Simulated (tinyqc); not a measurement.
## Model parameters from four stresses

Question. The threshold shift of a transistor under bias-temperature stress follows dV = A (V/V0)^g exp[-(Ea q/kB)(1/T - 1/T0)] (t/1 s)^n. Find n, A, g and Ea.

Parameters, values chosen for the exercise:
```
symbol  value  unit                   meaning
V0        1.9     V  reference stress voltage
T0        373     K     reference temperature
```

Constants: q = 1.602176634e-19 C, kB = 1.380649e-23 J/K. Results are converted to the units shown.

dV at (V0, T0, 10 s), (V0, T0, 1000 s), (1.6 V, T0, 1000 s) and (V0, 398 K, 1000 s) (mV): [33.787309, 106.84485, 43.717849, 137.74821]

Answer. Each pair differs in one condition, and the logarithm of its ratio gives one exponent.

n = 0.2500
A = 19.00 mV
g = 5.200
Ea = 0.1300 eV

Program tinyqc, `OMP_NUM_THREADS=1 python tinyqc.py 2070119 2070120 out.jsonl`; Intel Xeon 2.30GHz, shared host, one thread, about 0.01 s.
